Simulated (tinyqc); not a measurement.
Inside a calculation. Method: MP2 on RHF in the 6-311g basis, for H2, spin multiplicity 1. One step of it, computed by the program tinyqc.

Question. Iteration 1: building the Fock matrix. J_ij = sum D_kl (ij|kl), K_ij = sum D_kl (ik|jl); F = H + J - 0.5 K; E = tr D H + tr D J / 2 - 0.25 tr D K + E_nn.

D at the start, lower triangle:
```
,1H 1s,1H 2s,1H 3s,2H 1s,2H 2s,2H 3s
1H 1s,0.008112
1H 2s,-0.053552,0.353543
1H 3s,-0.021597,0.142580,0.057501
2H 1s,0.008112,-0.053552,-0.021597,0.008112
2H 2s,-0.053552,0.353543,0.142580,-0.053552,0.353543
2H 3s,-0.021597,0.142580,0.057501,-0.021597,0.142580,0.057501
```

core Hamiltonian H = T + V (hartree), lower triangle:
```
,1H 1s,1H 2s,1H 3s,2H 1s,2H 2s,2H 3s
1H 1s,-0.529112
1H 2s,-1.014923,-1.062961
1H 3s,-0.672104,-0.854314,-0.809208
2H 1s,-0.650468,-0.764225,-0.583868,-0.529112
2H 2s,-0.764225,-0.924737,-0.783948,-1.014923,-1.062961
2H 3s,-0.583868,-0.783948,-0.767444,-0.672104,-0.854314,-0.809208
```

Two-electron integrals (ij|kl) in chemists' order, unique and non-zero (hartree):
```
i,j,k,l,(ij|kl)
1,1,1,1,1.393035
2,1,1,1,0.822971
2,1,2,1,0.509703
2,2,1,1,0.822904
2,2,2,1,0.543028
2,2,2,2,0.644106
3,1,1,1,0.411256
3,1,2,1,0.257757
3,1,2,2,0.279868
3,1,3,1,0.130794
3,2,1,1,0.543681
3,2,2,1,0.365771
3,2,2,2,0.452669
3,2,3,1,0.189803
3,2,3,2,0.325140
3,3,1,1,0.494021
3,3,2,1,0.340115
3,3,2,2,0.445993
3,3,3,1,0.178035
3,3,3,2,0.331779
3,3,3,3,0.361682
4,1,1,1,0.301248
4,1,2,1,0.190342
4,1,2,2,0.208332
4,1,3,1,0.096757
4,1,3,2,0.141461
4,1,3,3,0.132761
4,1,4,1,0.096695
4,2,1,1,0.345343
4,2,2,1,0.230739
4,2,2,2,0.277920
4,2,3,1,0.119310
4,2,3,2,0.195893
4,2,3,3,0.193156
4,2,4,1,0.126364
4,2,4,2,0.188221
4,3,1,1,0.223093
4,3,2,1,0.151129
4,3,2,2,0.187647
4,3,3,1,0.078534
4,3,3,2,0.134240
4,3,3,3,0.135326
4,3,4,1,0.083464
4,3,4,2,0.129710
4,3,4,3,0.090978
4,4,1,1,0.707420
4,4,2,1,0.485704
4,4,2,2,0.611856
4,4,3,1,0.253277
4,4,3,2,0.438032
4,4,3,3,0.439840
4,4,4,1,0.301248
4,4,4,2,0.486964
4,4,4,3,0.341850
4,4,4,4,1.393035
5,1,1,1,0.486964
5,1,2,1,0.303603
5,1,2,2,0.326818
5,1,3,1,0.153821
5,1,3,2,0.220940
5,1,3,3,0.206389
5,1,4,1,0.126364
5,1,4,2,0.157808
5,1,4,3,0.103831
5,1,4,4,0.345343
5,1,5,1,0.188221
5,2,1,1,0.555520
5,2,2,1,0.370302
5,2,2,2,0.448640
5,2,3,1,0.191513
5,2,3,2,0.318566
5,2,3,3,0.318880
5,2,4,1,0.165063
5,2,4,2,0.236105
5,2,4,3,0.162749
5,2,4,4,0.555520
5,2,5,1,0.236105
5,2,5,2,0.345877
5,3,1,1,0.411292
5,3,2,1,0.279889
5,3,2,2,0.355881
5,3,3,1,0.145849
5,3,3,2,0.259526
5,3,3,3,0.271885
5,3,4,1,0.126929
5,3,4,2,0.191964
5,3,4,3,0.135656
5,3,4,4,0.462073
5,3,5,1,0.179943
5,3,5,2,0.282626
5,3,5,3,0.241325
5,4,1,1,0.485704
5,4,2,1,0.331603
5,4,2,2,0.417383
5,4,3,1,0.172746
5,4,3,2,0.300137
5,4,3,3,0.304496
5,4,4,1,0.190342
5,4,4,2,0.303603
5,4,4,3,0.214420
5,4,4,4,0.822971
5,4,5,1,0.230739
5,4,5,2,0.370302
5,4,5,3,0.311257
5,4,5,4,0.509703
5,5,1,1,0.611856
5,5,2,1,0.417383
5,5,2,2,0.532228
5,5,3,1,0.217644
5,5,3,2,0.388064
5,5,3,3,0.405372
5,5,4,1,0.208332
5,5,4,2,0.326818
5,5,4,3,0.233105
5,5,4,4,0.822904
5,5,5,1,0.277920
5,5,5,2,0.448640
5,5,5,3,0.386330
5,5,5,4,0.543028
5,5,5,5,0.644106
6,1,1,1,0.341850
6,1,2,1,0.214420
6,1,2,2,0.233105
6,1,3,1,0.108828
6,1,3,2,0.158162
6,1,3,3,0.148445
6,1,4,1,0.083464
6,1,4,2,0.103831
6,1,4,3,0.068431
6,1,4,4,0.223093
6,1,5,1,0.129710
6,1,5,2,0.162749
6,1,5,3,0.124227
6,1,5,4,0.151129
6,1,5,5,0.187647
6,1,6,1,0.090978
6,2,1,1,0.462073
6,2,2,1,0.311257
6,2,2,2,0.386330
6,2,3,1,0.161589
6,2,3,2,0.277936
6,2,3,3,0.284390
6,2,4,1,0.126929
6,2,4,2,0.179943
6,2,4,3,0.124227
6,2,4,4,0.411292
6,2,5,1,0.191964
6,2,5,2,0.282626
6,2,5,3,0.232700
6,2,5,4,0.279889
6,2,5,5,0.355881
6,2,6,1,0.135656
6,2,6,2,0.241325
6,3,1,1,0.434599
6,3,2,1,0.299651
6,3,2,2,0.394523
6,3,3,1,0.156946
6,3,3,2,0.294285
6,3,3,3,0.322630
6,3,4,1,0.123985
6,3,4,2,0.186137
6,3,4,3,0.131974
6,3,4,4,0.434599
6,3,5,1,0.186137
6,3,5,2,0.296304
6,3,5,3,0.257602
6,3,5,4,0.299651
6,3,5,5,0.394523
6,3,6,1,0.131974
6,3,6,2,0.257602
6,3,6,3,0.297291
6,4,1,1,0.253277
6,4,2,1,0.172746
6,4,2,2,0.217644
6,4,3,1,0.089984
6,4,3,2,0.156802
6,4,3,3,0.159738
6,4,4,1,0.096757
6,4,4,2,0.153821
6,4,4,3,0.108828
6,4,4,4,0.411256
6,4,5,1,0.119310
6,4,5,2,0.191513
6,4,5,3,0.161589
6,4,5,4,0.257757
6,4,5,5,0.279868
6,4,6,1,0.078534
6,4,6,2,0.145849
6,4,6,3,0.156946
6,4,6,4,0.130794
6,5,1,1,0.438032
6,5,2,1,0.300137
6,5,2,2,0.388064
6,5,3,1,0.156802
6,5,3,2,0.285768
6,5,3,3,0.304659
6,5,4,1,0.141461
6,5,4,2,0.220940
6,5,4,3,0.158162
6,5,4,4,0.543681
6,5,5,1,0.195893
6,5,5,2,0.318566
6,5,5,3,0.277936
6,5,5,4,0.365771
6,5,5,5,0.452669
6,5,6,1,0.134240
6,5,6,2,0.259526
6,5,6,3,0.294285
6,5,6,4,0.189803
6,5,6,5,0.325140
6,6,1,1,0.439840
6,6,2,1,0.304496
6,6,2,2,0.405372
6,6,3,1,0.159738
6,6,3,2,0.304659
6,6,3,3,0.339373
6,6,4,1,0.132761
6,6,4,2,0.206389
6,6,4,3,0.148445
6,6,4,4,0.494021
6,6,5,1,0.193156
6,6,5,2,0.318880
6,6,5,3,0.284390
6,6,5,4,0.340115
6,6,5,5,0.445993
6,6,6,1,0.135326
6,6,6,2,0.271885
6,6,6,3,0.322630
6,6,6,4,0.178035
6,6,6,5,0.331779
6,6,6,6,0.361682
```

nuclear repulsion = 0.72390863 hartree

Give: Coulomb J; exchange K; Fock matrix F; total energy of this density.

Answer.

Coulomb J (hartree), lower triangle:
```
,1H 1s,1H 2s,1H 3s,2H 1s,2H 2s,2H 3s
1H 1s,1.272
1H 2s,0.863,1.087
1H 3s,0.449,0.787,0.815
2H 1s,0.370,0.543,0.380,1.272
2H 2s,0.543,0.827,0.694,0.863,1.087
2H 3s,0.380,0.694,0.755,0.449,0.787,0.815
```

exchange K (hartree), lower triangle:
```
,1H 1s,1H 2s,1H 3s,2H 1s,2H 2s,2H 3s
1H 1s,0.505
1H 2s,0.649,0.953
1H 3s,0.512,0.800,0.700
2H 1s,0.370,0.571,0.488,0.505
2H 2s,0.571,0.892,0.778,0.649,0.953
2H 3s,0.488,0.778,0.692,0.512,0.800,0.700
```

Fock matrix F (hartree), lower triangle:
```
,1H 1s,1H 2s,1H 3s,2H 1s,2H 2s,2H 3s
1H 1s,0.491
1H 2s,-0.476,-0.453
1H 3s,-0.479,-0.467,-0.344
2H 1s,-0.466,-0.507,-0.448,0.491
2H 2s,-0.507,-0.544,-0.479,-0.476,-0.453
2H 3s,-0.448,-0.479,-0.359,-0.479,-0.467,-0.344
```

total energy of this density = -0.81882 hartree
